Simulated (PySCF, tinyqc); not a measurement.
CCSD on RHF in the sto-3g basis, for H6, spin multiplicity 1, step by step. The lowest restricted solution is unstable here: a spin-polarised one lies 0.0159 hartree lower (PySCF). One step of it, computed by the program tinyqc.

Task: Orthogonalisation. S = U s U^T; symmetric (Loewdin) form X = U s^(-1/2) U^T, so that X^T S X = 1.

overlap S:
```
          1H 1s     2H 1s     3H 1s     4H 1s     5H 1s     6H 1s
1H 1s  1.000000  0.422279  0.071376  0.007034  0.000352  0.000010
2H 1s  0.422279  1.000000  0.403357  0.071376  0.006487  0.000351
3H 1s  0.071376  0.403357  1.000000  0.422279  0.071503  0.007034
4H 1s  0.007034  0.071376  0.422279  1.000000  0.403875  0.071376
5H 1s  0.000352  0.006487  0.071503  0.403875  1.000000  0.421746
6H 1s  0.000010  0.000351  0.007034  0.071376  0.421746  1.000000
```

Give: eigenvalues of S; X.

Result:

eigenvalues of S: 0.3462  0.4809  0.7186  1.0997  1.5063  1.8482

X:
```
         1H 1s    2H 1s    3H 1s    4H 1s    5H 1s    6H 1s
1H 1s   1.0810  -0.2556   0.0423  -0.0070   0.0012  -0.0002
2H 1s  -0.2556   1.1636  -0.2612   0.0452  -0.0071   0.0012
3H 1s   0.0423  -0.2612   1.1680  -0.2741   0.0453  -0.0070
4H 1s  -0.0070   0.0452  -0.2741   1.1682  -0.2616   0.0423
5H 1s   0.0012  -0.0071   0.0453  -0.2616   1.1636  -0.2553
6H 1s  -0.0002   0.0012  -0.0070   0.0423  -0.2553   1.0807
```
